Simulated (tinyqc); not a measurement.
# Charge control and current of a heterostructure field-effect transistor, step by step

A worked calculation. Computed by tinyqc, a small Python program that keeps every step. Command: `OMP_NUM_THREADS=1 python tinyqc.py 3003837 3003838 out.jsonl hemt walk`. One thread of a shared host (Intel(R) Xeon(R) Processor @ 2.30GHz), about 0.01 s of CPU time with the checks. Intermediate numbers are printed to about 7 digits and carried at full precision; extremes and crossings named in words are read from the listed rows.

Two subbands in a triangular well; E_F is counted from the conduction band edge of the channel at the interface.

Inputs (values chosen for the exercise, modelled on AlGaAs/GaAs): channel mass m = 0.065 m_0; permittivity eps (barrier and channel) = 12.3; barrier thickness d = 27 nm; Schottky barrier phi_B = 0.86 eV; conduction band offset dE_c = 0.26 eV; delta-doping density N_d = 3e+12 1/cm^2; gate voltage V_G = 0.14 V; mobility mu = 6400 cm^2/(V s); saturation velocity v_s = 1.7 1e7 cm/s; gate length L = 410 nm; source resistance R_S = 0.19 ohm mm; temperature T = 300 K; mixing = 0.5; iteration cap = 200; spacer between delta layer and channel = 2.6 nm.

Charge source: delta doping. Velocity law: two-piece.

Constants: e = 1.602176634e-19 C; eps_0 = 8.8541878128e-12 F/m; k_B = 8.617333262e-05 eV/K; hbar = 1.054571817e-34 J s; m_0 = 9.1093837015e-31 kg; k_B = 1.380649e-23 J/K.

## Threshold and barrier capacitance

Threshold V_T = phi_B - dE_c - e N_d (d - spacer)/(eps eps_0) (in volts); C_b = eps eps_0/d.

threshold voltage V_T = -0.4768808 V

barrier capacitance C_b = 0.4033574 microfarad/cm^2

The device is normally on.

## First iteration

Charge control: n_s = C_b (V_G - V_T - E_F/e)/e. Well: mean field F = e n_s/(2 eps eps_0), E_i = (hbar^2/2m)^(1/3) [(3 pi e F/2)(i + 3/4)]^(2/3), i = 0, 1; n_s = D k_B T sum_i ln(1 + exp((E_F - E_i)/k_B T)), D = m/(pi hbar^2), which is solved in closed form for E_F. Iteration from n_s = C_b (V_G - V_T)/(2e): E_F from n_s, n_out from the charge control, n_new = n_s + mixing (n_out - n_s), kept above n_s/10; stop when |n_out/n_s - 1| < 1e-9.

starting n_s = 7.765170e+11 1/cm^2

E_0 = 62.04733 meV

E_1 = 109.1543 meV

E_F = 71.63772 meV

n_out = 1.372682e+12 1/cm^2

## Sheet density

The formulas are those given above.

Course of the iteration:
```
iteration  n_s (1/cm^2)  E_F (meV)  |n_out/n_s - 1|
1          7.765170e+11    71.6377     7.677421e-01
2          1.074599e+12   102.0442     2.061533e-01
3          1.185365e+12   112.3893     7.147305e-02
4          1.227726e+12   116.2426     2.660211e-02
5          1.244056e+12   117.7141     1.014859e-02
6          1.250369e+12   118.2809     3.907365e-03
7          1.252812e+12   118.5000     1.509677e-03
...                 ...        ...              ...
16         1.254355e+12   118.6382     2.950379e-07
17         1.254355e+12   118.6383     1.142438e-07
18         1.254355e+12   118.6383     4.423723e-08
19         1.254355e+12   118.6383     1.712943e-08
20         1.254355e+12   118.6383     6.632818e-09
21         1.254355e+12   118.6383     2.568344e-09
22         1.254355e+12   118.6383     9.945080e-10
```

sheet density n_s = 1.254355e+12 1/cm^2

Converged in 22 iterations.

## Levels and gate capacitance

C_g = e dn_s/dV_G = 1/(1/C_b + 1/C_q), 1/C_q = d(E_F/e)/d(e n_s) by a central difference of +/- 0.1 % in n_s; added distance dd = eps eps_0/C_q.

E_0 = 85.42195 meV

E_1 = 150.2752 meV

E_F = 118.6383 meV

share in the second subband = 14.42838 %

gate capacitance C_g = 0.3291196 microfarad/cm^2

added distance dd = 6.090249 nm

C_g is 82 % of C_b: the finite density of states and the rise of E_0 act as 6.1 nm of extra barrier.

## Saturation current

With V = e n_s/C_g and V_c = v_s L/mu: for v = mu F up to v_s, I/W = C_g v_s V_c (sqrt(1 + (V/V_c)^2) - 1) and V_Dsat = V + V_c - sqrt(V^2 + V_c^2); g_m = dI/dV; extrinsic g_m/(1 + g_m R_S); f_T = g_m/(2 pi C_g L).

V = 0.6106285 V

V_c = 0.1089062 V

V_Dsat = 0.09927050 V

saturation current I/W = 286.1065 mA/mm

intrinsic g_m = 550.8116 mS/mm

extrinsic g_m = 498.6280 mS/mm

intrinsic f_T = 64.96591 GHz

V/V_c = 5.61: velocity saturation rules; I is 84 % of e n_s v_s = 342 mA/mm.

## Gate length

The formulas are those given above.

Scaling; the last columns are v_s/(2 pi L) and mu V/(2 pi L^2):
```
L (nm)  I/W (mA/mm)  g_m (mS/mm)  extrinsic g_m (mS/mm)     f_T (GHz)  velocity limit (GHz)  mobility limit (GHz)
30         337.2193     559.4558               505.7014  9.018012e+02              901.8780          6.910901e+04
60         332.8480     559.3129               505.5847  4.507855e+02              450.9390          1.727725e+04
120        324.2797     558.7427               505.1187  2.251629e+02              225.4695          4.319313e+03
250        306.5085     556.2239               503.0593  1.075910e+02              108.2254          9.951697e+02
500        275.3275     546.7210               495.2735  5.287642e+01               54.1127          2.487924e+02
1000       223.9556     513.0625               467.4907  2.481056e+01               27.0563          6.219811e+01
2000       155.6139     422.1124               390.7719  1.020621e+01               13.5282          1.554953e+01
5000        74.7771     233.7220               223.7844  2.260455e+00                5.4113          2.487924e+00
```

f_T scales as L^-1.00 at the short end and L^-1.65 at the long end; the two limits cross at L = mu V/v_s = 2300 nm. g_m tends to C_g v_s = 560 mS/mm, and R_S cuts it by 10 % at the shortest gate. Fringe capacitances and short-channel effects, left out, lower f_T once L is below about ten barrier thicknesses.

Checks made by the program: iterated density against a bracketing root search (relative difference 8e-10).
